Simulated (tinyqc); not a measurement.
Inside a calculation. Method: UKS/LDA (VWN5) in the sto-6g basis, for H3, spin multiplicity 2. One step of it, computed by the program tinyqc.

Problem. Iteration 2: building the Kohn-Sham matrix. J_ij = sum D_kl (ij|kl) with D = D(alpha) + D(beta); F = H + J + V_xc; E = tr D H + tr D J / 2 + E_xc + E_nn.

D(alpha) after iteration 1:
```
           1H 1s      2H 1s     3H 1s
1H 1s   1.004657  -0.417240  0.154141
2H 1s  -0.417240   1.004657  0.154141
3H 1s   0.154141   0.154141  0.080895
```

D(beta) after iteration 1:
```
          1H 1s     2H 1s     3H 1s
1H 1s  0.318554  0.318554  0.123427
2H 1s  0.318554  0.318554  0.123427
3H 1s  0.123427  0.123427  0.047823
```

core Hamiltonian H = T + V (hartree):
```
           1H 1s      2H 1s      3H 1s
1H 1s  -1.197654  -0.493563  -0.424783
2H 1s  -0.493563  -1.197654  -0.424783
3H 1s  -0.424783  -0.424783  -1.171844
```

Two-electron integrals (ij|kl) in chemists' order, unique and non-zero (hartree):
```
(11|11) 0.774999   (21|11) 0.163791   (21|21) 0.051127   (22|11) 0.368034
(22|21) 0.163791   (22|22) 0.774999   (31|11) 0.136544   (31|21) 0.036490
(31|22) 0.098899   (31|31) 0.036913   (32|11) 0.098899   (32|21) 0.036490
(32|22) 0.136544   (32|31) 0.031711   (32|32) 0.036913   (33|11) 0.344927
(33|21) 0.109707   (33|22) 0.344927   (33|31) 0.136544   (33|32) 0.136544
(33|33) 0.774999
```

nuclear repulsion = 1.08209177 hartree

V_xc(alpha) (hartree):
```
           1H 1s      2H 1s      3H 1s
1H 1s  -0.492719  -0.124797  -0.091270
2H 1s  -0.124797  -0.492719  -0.091270
3H 1s  -0.091270  -0.091270  -0.295503
```

V_xc(beta) (hartree):
```
           1H 1s      2H 1s      3H 1s
1H 1s  -0.413850  -0.110752  -0.082084
2H 1s  -0.110752  -0.413850  -0.082084
3H 1s  -0.082084  -0.082084  -0.274648
```

E_xc = sum of w rho eps_xc = -1.03472735 hartree

Give: Coulomb J; F(alpha); F(beta); total energy of this density.

Solution.

Coulomb J (hartree):
```
        1H 1s   2H 1s   3H 1s
1H 1s  1.6552  0.4780  0.3600
2H 1s  0.4780  1.6552  0.3600
3H 1s  0.3600  0.3600  1.1425
```

F(alpha) (hartree):
```
         1H 1s    2H 1s    3H 1s
1H 1s  -0.0351  -0.1404  -0.1560
2H 1s  -0.1404  -0.0351  -0.1560
3H 1s  -0.1560  -0.1560  -0.3248
```

F(beta) (hartree):
```
         1H 1s    2H 1s    3H 1s
1H 1s   0.0437  -0.1263  -0.1469
2H 1s  -0.1263   0.0437  -0.1469
3H 1s  -0.1469  -0.1469  -0.3040
```

total energy of this density = -1.230724 hartree
